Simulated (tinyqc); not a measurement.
A finite superlattice with mass mismatch, transfer matrices: one step of the calculation.

One electron of energy E comes from the left lead (band edge 0); no transverse momentum. Parabolic bands, masses in units of m0, C = hbar^2/(2 m0); psi and psi'/m are continuous at every interface. N periods of a barrier d1 followed by a well Lw; the right lead equals the left one.

Question. Product of the matrices. The matrix of the later layer stands to the left: M = M_n ... M_2 M_1; det M = 1.

M of layer 1:
```
           1            2
1  1.2428660  0.065646683
2  8.2976926    1.2428660
```

M of layer 2:
```
             1              2
1  -0.99549301  -0.0091419349
2   0.98378240    -0.99549301
```

Wanted: M of one period.

Answer.

M of one period:
```
         1          2
1  -1.3131  -0.076713
2  -7.0376    -1.1727
```

Range of the model: Masses are held fixed, although real bands cease to be parabolic a few tenths of an eV from their edges (inside a barrier too).

Computed by the program tinyqc: `OMP_NUM_THREADS=1 python tinyqc.py 2560013 2560014 out.jsonl`, one thread of a shared Intel Xeon 2.30GHz, about 0.01 s for the whole run.
